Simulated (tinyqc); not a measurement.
Donor level screened by free carriers (Yukawa potential): one step. Units and screening length. Three cases, with inputs chosen for the exercise.

Question. Give Ry* = Ry m/eps^2, a* = a0 eps/m, EF, the three values of ks, and x = ks a*.

Screening wave number: Debye ks^2 = 4 pi q n/(eps kB T); Thomas-Fermi ks^2 = 6 pi q n/(eps EF) with EF = c (3 pi^2 n/gv)^(2/3)/m, c = hbar^2/2m0; the two are joined by 1/ks^2 = sqrt(1/ks_D^4 + 1/ks_TF^4). 1e18/cm^3 = 1e-6/angstrom^3, q = e^2/(4 pi eps0).

Constants: e^2/(4 pi eps0) = 14.39964547 eV angstrom; kB = 8.617333262e-05 eV/K; hbar^2/2m0 = 3.80998211 eV angstrom^2; Ry = 13.60569312 eV; a0 (Bohr radius) = 0.5291772105 angstrom.

Case 1.

Values chosen (near those of a donor in 4H SiC, with one mean mass; not measured data): m = 0.396 m0 (mass); eps = 9.7 (dielectric constant); gv = 3 (valleys); T = 77 K (temperature); n = 0.12 x 1e18/cm^3 (free-carrier density).

Case 2.

Values chosen (near those of a donor in GaN, with one mean mass; not measured data): m = 0.203 m0 (mass); eps = 9.5 (dielectric constant); gv = 1 (valleys); T = 300 K (temperature); n = 0.094 x 1e18/cm^3 (free-carrier density).

Case 3.

Values chosen (near those of a donor in Si, with one mean mass; not measured data): m = 0.319 m0 (mass); eps = 11.5 (dielectric constant); gv = 6 (valleys); T = 300 K (temperature); n = 0.42 x 1e18/cm^3 (free-carrier density).

Give: Ry*; a*; EF; ks: Debye, Thomas-Fermi, joined; x.

Answer.

Case 1.

Ry* = 57.263 meV
a* = 12.96 angstrom
EF = 1.08 meV

ks: Debye, Thomas-Fermi, joined (1/angstrom): [0.01837, 0.05584, 0.01831]

x = 0.2374

EF/kB T = 0.16, so the Debye value, the smaller one, controls the screening. n is an outside input: with a bare binding above 3 kB T many donors can hold their electrons at this temperature, the more so the higher n/Nc.

Case 2.

Ry* = 30.603 meV
a* = 24.76 angstrom
EF = 3.71 meV

ks: Debye, Thomas-Fermi, joined (1/angstrom): [0.00832, 0.02689, 0.00830]

x = 0.2056

EF/kB T = 0.14, so the Debye value, the smaller one, controls the screening.

Case 3.

Ry* = 32.818 meV
a* = 19.08 angstrom
EF = 1.94 meV

ks: Debye, Thomas-Fermi, joined (1/angstrom): [0.01599, 0.07145, 0.01598]

x = 0.3048

EF/kB T = 0.08, so the Debye value, the smaller one, controls the screening.

Computed by tinyqc, one run a case: `OMP_NUM_THREADS=1 python tinyqc.py N N+1 out.jsonl` with N = 1282649, 1282707, 1282738; one thread of a shared Intel(R) Xeon(R) Processor @ 2.30GHz, about 0.02 s a run at most.
